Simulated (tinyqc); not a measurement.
What moves the results: propagation of a band-gap error through k.p and effective-mass formulas. A value that a table varies takes the place of the one given here.

Chain, for a gap E (the reference Eg or another value), with Ep and Dso kept: 1/me = 1 + Ep (E + 2 Dso/3)/(E (E + Dso)); g* = 2 - 2 Ep Dso/(3 E (E + Dso)); g1(E) = g1 + (Ep/3)(1/E - 1/Eg), g2(E) = g2 + (Ep/6)(1/E - 1/Eg), light hole 1/(g1 + 2 g2), heavy hole 1/(g1 - 2 g2) along [100]; optical constant ei(E) = 1 + (ei - 1)(EP/(EP + E - Eg))^2, static e0(E) = ei(E) + e0 - ei.

Donor: R = Ry me/e0^2, a_B = a0 e0/me, Mott density (0.26/a_B)^3. Nc, Nv = 2 (m kT/(4 pi c))^(3/2), c = hbar^2/2m0, ni = sqrt(Nc Nv) exp(-E/2kT). Exciton: Ry mu/e0^2 with 1/mu = 1/me + g1(E). 1 angstrom^-3 = 1e24 cm^-3.

Constants: Ry = 13.60569312 eV; a0 (Bohr radius) = 0.5291772105 angstrom; kB = 8.617333262e-05 eV/K; hbar^2/2m0 = 3.80998211 eV angstrom^2.

Values chosen for the exercise (reference values near those of InP, gap at low temperature; shifted at random, so the results belong to these values and not to a real crystal): Eg = 1.442 eV (gap at Gamma to the s-like level); Dso = 0.11 eV (spin-orbit splitting); Ep = 20.8 eV (Kane energy); g1 = 5.06 (Luttinger gamma1); g2 = 1.61 (gamma2); e0 = 12.47 (static dielectric constant); ei = 9.45 (optical dielectric constant); EP = 5.07 eV (mean (Penn) gap); mh = 0.54 m0 (density-of-states mass of the holes); T = 300 K (temperature); Eg2 = 0.461 eV (a wrong gap, of the size a semi-local functional can give).

## The size of the error

E = f Eg; ratios against f = 1.

Results:

| f | E (eV) | me ratio | light-hole ratio | e0 ratio | donor ratio | Mott ratio | g* | log10 ni ratio |
|---|---|---|---|---|---|---|---|---|
| 0.25 | 0.360 | 0.278 | 0.223 | 1.417 | 0.139 | 0.00757 | -6.993 | 8.67 |
| 0.40 | 0.577 | 0.429 | 0.365 | 1.308 | 0.251 | 0.0354 | -1.850 | 6.99 |
| 0.60 | 0.865 | 0.625 | 0.564 | 1.185 | 0.445 | 0.147 | 0.192 | 4.69 |
| 0.80 | 1.154 | 0.815 | 0.775 | 1.084 | 0.693 | 0.425 | 0.954 | 2.36 |
| 1.00 | 1.442 | 1.000 | 1.000 | 1.000 | 1.000 | 1.00 | 1.318 | 0.00 |
| 1.20 | 1.730 | 1.180 | 1.240 | 0.929 | 1.367 | 2.05 | 1.521 | -2.37 |
| 1.50 | 2.163 | 1.442 | 1.632 | 0.842 | 2.035 | 5.03 | 1.690 | -5.94 |
| 2.00 | 2.884 | 1.857 | 2.385 | 0.733 | 3.455 | 16.2 | 1.823 | -11.91 |

What can be read from the table?

Between f = 0.8 and 1.2 the mean powers d ln(ratio)/d ln f are 0.91 for me, 1.16 for the light hole, -0.38 for e0, 1.68 for the donor energy and 3.88 for the Mott density; ni moves by -0.82 decades per 0.1 eV, against -0.1 eV/(2 kT ln 10) = -0.84 from the exponential alone, the rest coming from Nc through me^(3/4). g* changes sign between f = 0.40 and 0.60; the place of this zero hangs on remote bands, which are left out.

## What each input does

All at E = Eg2. Each row changes one parameter from the base and keeps the others.

Results:

| case | me (m0) | light hole (m0) | e0 | donor (meV) | exciton (meV) | log10 ni |
|---|---|---|---|---|---|---|
| base | 0.0231 | 0.0348 | 17.01 | 1.088 | 0.804 | 14.100 |
| Eg2 = 0.498 eV | 0.0248 | 0.0377 | 16.78 | 1.201 | 0.888 | 13.812 |
| Dso = 0.119 eV | 0.0232 | 0.0348 | 17.01 | 1.093 | 0.806 | 14.101 |
| Ep = 22.464 eV | 0.0215 | 0.0329 | 17.01 | 1.009 | 0.750 | 14.075 |
| g1 = 5.465 | 0.0231 | 0.0343 | 17.01 | 1.088 | 0.798 | 14.100 |
| EP = 4.664 eV | 0.0231 | 0.0348 | 17.57 | 1.020 | 0.753 | 14.100 |
| ei = 10.206 | 0.0231 | 0.0348 | 17.42 | 1.038 | 0.766 | 14.100 |
| mh = 0.583 m0 | 0.0231 | 0.0348 | 17.01 | 1.088 | 0.804 | 14.125 |
| T = 276 K | 0.0231 | 0.0348 | 17.01 | 1.088 | 0.804 | 13.709 |

What can be read from the table?

The largest shifts from the base row, up to three for each result and ties (the steps differ in size, so this ranks the rows, not the parameters). me (m0): Eg2 +0.0017, Ep -0.0017, Dso +0.0001; unchanged at the printed digits by g1, EP, ei, mh and T. light hole (m0): Eg2 +0.0029, Ep -0.0019, g1 -0.0005; unchanged at the printed digits by Dso, EP, ei, mh and T. e0: EP +0.56, ei +0.41, Eg2 -0.23; unchanged at the printed digits by Dso, Ep, g1, mh and T. donor (meV): Eg2 +0.113, Ep -0.079, EP -0.068; unchanged at the printed digits by g1, mh and T. exciton (meV): Eg2 +0.084, Ep -0.054, EP -0.050; unchanged at the printed digits by mh and T. log10 ni: T -0.391, Eg2 -0.288, mh +0.025, Ep -0.025; unchanged at the printed digits by g1, EP and ei.

Run: tinyqc, `OMP_NUM_THREADS=1 python tinyqc.py 1850629 1850630 out.jsonl`; Intel(R) Xeon(R) Processor @ 2.30GHz, one thread, shared host; about 0.01 s of CPU time with all checks.
